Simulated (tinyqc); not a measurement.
p-n diode with diffusion and depletion-layer recombination: effect of the recombination velocity at the n contact.

Abrupt junction in the depletion approximation, low injection, full ionisation, neutral widths fixed, ohmic contact on the p side. Vj is the junction voltage; where a series resistance Rs is given, V = Vj + J Rs is the terminal voltage.

ni = sqrt(Nc Nv) exp(-Eg/(2 Vt)), Eg in volts; D = mu Vt; Ln = sqrt(Dn tn), Lp = sqrt(Dp tp); J0n = q ni^2 Dn coth(wp/Ln)/(Ln Na); J0p = (q ni^2 Dp/(Lp Nd)) (s + tanh(wn/Lp))/(1 + s tanh(wn/Lp)), s = Sp Lp/Dp. J_diff = (J0n + J0p)(exp(Vj/Vt) - 1). Vbi = Vt ln(Na Nd/ni^2), W = sqrt(2 eps0 eps_r (Vbi - Vj)(1/Na + 1/Nd)/q), xp = W Nd/(Na + Nd), xn = W Na/(Na + Nd); u(x) = q Na (x + xp)^2/(2 eps0 eps_r) for x < 0 and Vbi - Vj - q Nd (xn - x)^2/(2 eps0 eps_r) for x > 0; p = Na exp(-u/Vt), n = Nd exp((u - Vbi + Vj)/Vt); U = ni^2 (exp(Vj/Vt) - 1)/(tp (n + ni exp(Et/Vt)) + tn (p + ni exp(-Et/Vt))); J_scr = q times the integral of U from -xp to xn. J = J_diff + J_scr.

Values chosen for this exercise; band and dielectric values close to those of 4H silicon carbide:
- T = 300 K (temperature)
- Eg = 3.32 eV (band gap)
- eps_r = 9.52 (relative permittivity)
- Nc = 1.71e19 cm^-3 (conduction-band density of states at T)
- Nv = 2.54e19 cm^-3 (valence-band density of states at T)
- Na = 1.1e17 cm^-3 (acceptor density)
- Nd = 5.6e16 cm^-3 (donor density)
- mun = 500 cm^2/(V s) (electron mobility in the p side)
- mup = 79 cm^2/(V s) (hole mobility in the n side)
- tn = 2e-8 s (electron lifetime)
- tp = 3e-9 s (hole lifetime)
- wp = 2.5 um (neutral width of the p side)
- wn = 290 um (neutral width of the n side)
- Et = 0 eV (trap level above the intrinsic level)
- Vj = 1.34 V (junction voltage at which recombination is evaluated)

Constants: q = 1.602176634e-19 C, kB = 1.380649e-23 J/K, Vt = kB T/q, eps0 = 8.8541878128e-14 F/cm where lengths are in cm. Results are converted to the units shown.

Effect of the recombination velocity at the n contact:

| Sp (cm/s) | J0n (A/cm^2) | J0p (A/cm^2) | J_diff (A/cm^2) | J_scr (A/cm^2) | J_scr/J (%) | wn/Lp |
|---|---|---|---|---|---|---|
| 1 | 5.947e-49 | 5.461e-49 | 3.700e-26 | 3.114e-15 | 100.0 | 370.5 |
| 10 | 5.947e-49 | 5.461e-49 | 3.700e-26 | 3.114e-15 | 100.0 | 370.5 |
| 100 | 5.947e-49 | 5.461e-49 | 3.700e-26 | 3.114e-15 | 100.0 | 370.5 |
| 1000 | 5.947e-49 | 5.461e-49 | 3.700e-26 | 3.114e-15 | 100.0 | 370.5 |
| 10000 | 5.947e-49 | 5.461e-49 | 3.700e-26 | 3.114e-15 | 100.0 | 370.5 |
| 1e5 | 5.947e-49 | 5.461e-49 | 3.700e-26 | 3.114e-15 | 100.0 | 370.5 |
| 1e6 | 5.947e-49 | 5.461e-49 | 3.700e-26 | 3.114e-15 | 100.0 | 370.5 |
| 1e7 | 5.947e-49 | 5.461e-49 | 3.700e-26 | 3.114e-15 | 100.0 | 370.5 |

As Sp goes from 1 to 1e7, J0p stays at 5.46e-49 A/cm^2, J_scr stays at 3.11e-15 A/cm^2 and its share stays at 100 %. J0p crosses its long-base value at Sp = Dp/Lp = 26100 cm/s; with wn/Lp = 370 the contact changes it by a factor of 1.00 over the table.

Numbers from tinyqc (`OMP_NUM_THREADS=1 python tinyqc.py 2260011 2260012 out.jsonl`; about 0.01 s on one thread of a shared Intel Xeon 2.30GHz).
